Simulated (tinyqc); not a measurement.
# Sheet resistance and Hall data of a diffused or implanted layer, step by step

A worked calculation. Computed by tinyqc, a small Python program that keeps every step. Command: `OMP_NUM_THREADS=1 python tinyqc.py 3010632 3010633 out.jsonl layer walk`. One thread of a shared host (Intel(R) Xeon(R) Processor @ 2.30GHz), about 0.01 s of CPU time with the checks. Intermediate numbers are printed to about 5 digits and carried at full precision; extremes and crossings named in words are read from the listed rows.

Carriers are taken equal to the net active doping down to the junction (full ionisation, which deep dopants in wide-gap hosts do not reach; no spill-over, no depletion), and the Hall factor is 1.

Inputs (values chosen for the exercise, modelled on boron in silicon): mu_min = 42.8 cm^2/(V s); mu_max = 460 cm^2/(V s); N_ref = 2.3e+17 1/cm^3; exponent alpha = 0.7; peak concentration N_0 = 1.1e+18 1/cm^3; length scale l = 910 nm; background doping N_B (opposite type) = 5.7e+15 1/cm^3; probe current I = 0.5 mA; magnetic field B = 1 T; projected range R_p = 2100 nm.

Profile: buried Gaussian (implant). Activation: complete.

Constants: e = 1.602176634e-19 C.

## Dose and junction depth

N(x) = N_0 exp(-(x - R_p)^2/(2 l^2)) for x > 0, dose N_0 l sqrt(pi/2) erfc(-R_p/(l sqrt 2)), junction x_j = R_p + l sqrt(2 ln(N_0/N_B)); the layer starts at x_0 = max(0, 2 R_p - x_j).

dose = 2.4828e+14 1/cm^2

junction depth x_j = 5052.3 nm

## Profile

Mobility mu = mu_min + (mu_max - mu_min)/(1 + (N_t/N_ref)^alpha), N_t = active doping + N_B; carriers n = active doping - N_B, all dopants active. sigma = e n mu.

Depth, doping, carriers, mobility and conductivity at 2, 10, 20, 35, 50, 65, 80, 90 and 98 % of the layer:
```
x (nm)  N (1/cm^3)  n (1/cm^3)  mu (cm^2/(V s))  sigma (S/cm)
101.0   9.8536e+16  9.2836e+16           307.75         4.577
505.2   2.3685e+17  2.3115e+17           247.52         9.167
1010.5  5.3716e+17  5.3146e+17           190.52        16.223
1768.3  1.0293e+18  1.0236e+18           150.72        24.718
2526.1  9.8577e+17  9.8007e+17           153.14        24.047
3284.0  4.7185e+17  4.6615e+17           199.19        14.877
4041.8  1.1289e+17  1.0719e+17           298.92         5.133
4547.0  2.9593e+16  2.3893e+16           371.50         1.422
4951.2  8.1217e+15  2.4217e+15           408.86         0.159
```

The mobility varies by a factor 2.7 across these points and the conductivity by 156.

## Sheet values

Integrals from x_0 (0 unless stated) to x_j by the midpoint rule on 400 even intervals: 1/R_s = e int n mu dx; sheet density n_s = int n dx; Hall sheet density (int n mu dx)^2/int n mu^2 dx; Hall mobility int n mu^2 dx/int n mu dx. Mean conductivity 1/(R_s x_j); mean mobility 1/(e n_s R_s).

sheet resistance R_s = 145.23 ohm

sheet density n_s = 2.4525e+14 1/cm^2

mean mobility = 175.24 cm^2/(V s)

Hall sheet density = 2.3398e+14 1/cm^2

Hall mobility = 183.67 cm^2/(V s)

mean conductivity 1/(R_s x_j) = 13.629 S/cm

Carriers amount to 98.8 % of the dose. A Hall measurement weights the mobile tail and reports 95.4 % of n_s.

## What the probes read

Collinear four-point probe on a large thin layer: V = I R_s ln(2)/pi. Van der Pauw on a symmetric sample: R = R_s ln(2)/pi as well. Hall voltage V_H = I B/(e x Hall sheet density); tangent of the Hall angle V_H/(I R_s).

four-point voltage = 16.021 mV

Hall voltage = 1.3337 mV

tangent of the Hall angle = 0.018367

## Shortcuts against the integral

Shortcuts: R_s = 1/(e Q mu) with the dose Q and the mobility at the (active) peak concentration; 1/(e n_s mu) with mu at N_t = n_s/x_j + N_B; 1/(e Q mu_max).

Sheet resistances:
```
method                                   R_s (ohm)  deviation (%)
integral                                    145.23          0.000
dose, mobility at the peak                  170.94         17.706
n_s, mobility at the mean concentration     129.00        -11.173
dose, mu_max                                 54.65        -62.370
```

The closest shortcut is «n_s, mobility at the mean concentration» (-11.2 %). The peak mobility is the lowest in the layer, so with full activation it overestimates R_s.

## Stripping the layer step by step

After removing a depth d the integrals start at d. Differences between neighbouring rows give the local conductivity -d(1/R_s)/dx at the middle of the slice (the last slice uses one more step, not listed).

Differential sheet resistance:
```
removed d (nm)  R_s (ohm)  slice conductivity (S/cm)  sigma at mid-slice (S/cm)
0                   145.2                      6.252                      6.151
510                 152.3                     12.745                     12.721
1020                169.0                     19.733                     19.821
1530                203.7                     24.630                     24.821
2040                273.7                     25.207                     25.410
2550                422.2                     21.174                     21.289
3060                775.9                     14.433                     14.433
3570               1809.1                      7.622                      7.533
```

R_s doubles after removing between 2040 and 2550 nm of a layer 5050 nm deep, so half the current flows above that depth. Where sigma exceeds a tenth of its largest listed value, the slice values agree with it within 2 %.

Checks made by the program: conductance integral against adaptive quadrature (relative difference 9e-07).
